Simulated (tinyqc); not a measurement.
Worked calculation: thin-film optics by transfer matrices. Values are carried at full precision from step to step, so a last printed digit may differ when a step is redone from the rounded ones.

Indices N = n + i k. Snell: N0 sin(theta) = N_j sin(theta_j), with Im(N_j cos theta_j) >= 0. Admittance y_j = N_j cos theta_j for s and N_j/cos theta_j for p. Phase delta_j = 2 pi N_j cos theta_j d_j/lambda. Layer matrix [[cos delta, -i sin delta/y], [-i y sin delta, cos delta]], multiplied from the top down to M. (B, C) = M (1, y_sub); r = (y0 B - C)/(y0 B + C), R = |r|^2, T = 4 Re y0 Re y_sub/|y0 B + C|^2, absorbed in the films 1 - R - T.

Inputs chosen for the exercise (indices near those of resist, SiO2 on Si; shifted at random, so the results belong to these values and not to a real crystal): lam = 633 nm (vacuum wavelength); n0 = 1 (ambient index); n = (1.634, 1.473, 3.938) (n of resist, SiO2, substrate); k = (0, 0, 0.021) (k in the same order); d = (263, 79.1) nm (thicknesses, top first); theta = 60 degrees (angle of incidence); pol = p (polarisation).

## Angles, admittances and phases

Form cos theta_j, y_j and delta_j.

cos theta_j: ambient 0.5000, film 1 0.8480, film 2 0.8089, substrate 0.9755+0.0003i

y_j: ambient 2.0000, film 1 1.9269, film 2 1.8210, substrate 4.0368+0.0204i

delta_j (rad): film 1 3.6172, film 2 0.9355

## Layer matrices and their product

Form each matrix and multiply from the top down.

matrix of film 1:
```
         1        2
1  -0.8890  0.2376i
2  0.8824i  -0.8890
```

matrix of film 2:
```
          1         2
1    0.5934  -0.4420i
2  -1.4657i    0.5934
```

M:
```
         1        2
1  -0.1792  0.5340i
2  1.8266i  -0.1375
```

Each matrix has determinant 1, and so has M.

## Reflection and transmission

Close the stack on the substrate.

B, C: -0.1901+2.1556i  -0.5551+1.8238i

r = 0.3920-0.0883i
R = 0.1614
T into the substrate = 0.8386
absorbed in the films = 0.0000

The bare substrate would reflect 0.1138.

## Ellipsometric angles

Ellipsometry: rho = tan(Psi) exp(i Delta) = -conj(r_p/r_s) with the r of the admittance formula, Delta in 0 to 360 degrees, so that a bare dielectric at small angles gives Delta = 180.

Repeat the steps for both polarisations.

r_s = 0.0898-0.1126i
r_p = 0.3920-0.0883i
Psi = 70.28 degrees
Delta = 141.27 degrees

## Checks

- R against the recursion of Airy sums from the substrate up: both 0.16144.

Computed by tinyqc, a small Python program: `OMP_NUM_THREADS=1 python tinyqc.py 1651002 1651003 out.jsonl` (the numbers bound the seed that draws the inputs); one thread of a shared host (Intel(R) Xeon(R) Processor @ 2.30GHz), about 0.01 s for the whole set of steps.
